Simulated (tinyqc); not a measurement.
# Circular transfer-length structure: effects of single changes

A disc contact of radius r0 and a very wide ring contact from r1 = r0 + sp outwards lie on a thin layer; the metal has no resistance and the sheet resistance under the contacts equals Rsh.

Inputs (values chosen for the exercise): sheet resistance of the semiconductor layer Rsh = 1400 ohm/sq; specific contact resistivity rc = 8.9e-9 ohm cm^2; radius of the inner contact r0 = 0.67 um; gap between the contacts sp = 0.088 um.

Each table varies one quantity; the others keep the values above.

## Resistance against gap

Transfer length Lt = sqrt(rc/Rsh). R = (Rsh/2 pi) [(Lt/r0) I0(r0/Lt)/I1(r0/Lt) + ln(r1/r0) + (Lt/r1) K0(r1/Lt)/K1(r1/Lt)] with modified Bessel functions; for r0 >> Lt both ratios tend to 1. The last column is Rsh (sp + 2 Lt)/(2 pi r0).

Resistance against gap:
```
sp (um)  R (ohm)  large-radius form (ohm)  linear form (ohm)
0.045     30.754                   30.726             31.735
0.076     39.895                   39.857             42.045
0.13      54.975                   54.921             60.003
0.21      75.592                   75.519             86.608
0.36      109.76                   109.66             136.49
0.59      153.69                   153.57             212.98
0.99      214.07                   213.93             346.01
```

What does the comparison show?

R rises from 30.8 to 214 ohm. The linear form is 3.2 % above it in the first row and 62 % above it in the last, where ln(1 + sp/r0) has bent well below sp/r0. A straight line through the end rows, read with the linear form, gives Rsh = 817 ohm/sq and Lt = 0.0568 um, against 1400 and 0.0252.

## Effect of the inner radius

Same model as above.

Effect of the inner radius:
```
r0 (um)    r0/Lt  inner contact (ohm)  rc/(pi r0^2) (ohm)  Rsh Lt/(2 pi r0) (ohm)
0.0093   0.36885               3330.9              3275.5                  604.08
0.017    0.67425               1034.9              980.26                  330.47
0.032     1.2692               328.96              276.66                  175.56
0.06      2.3797               124.64              78.693                  93.633
0.11      4.3628               58.292              23.413                  51.072
0.21      8.3289               28.524              6.4239                  26.752
0.39      15.468               14.895              1.8626                  14.405
0.72      28.556               7.9431             0.54648                  7.8027
```

Read the table: what changes, and by how much?

The inner contact goes as r0^(-1.94) between the first two rows, where it is 1.7 % above rc over the area, and as r0^(-1.03) between the last two, where it is 1.8 % above the rim form: a small disc uses its whole area, a large one only a rim of width Lt.

Numbers from tinyqc (`OMP_NUM_THREADS=1 python tinyqc.py 2760019 2760020 out.jsonl`; about 0.01 s on one thread of a shared Intel Xeon 2.30GHz).
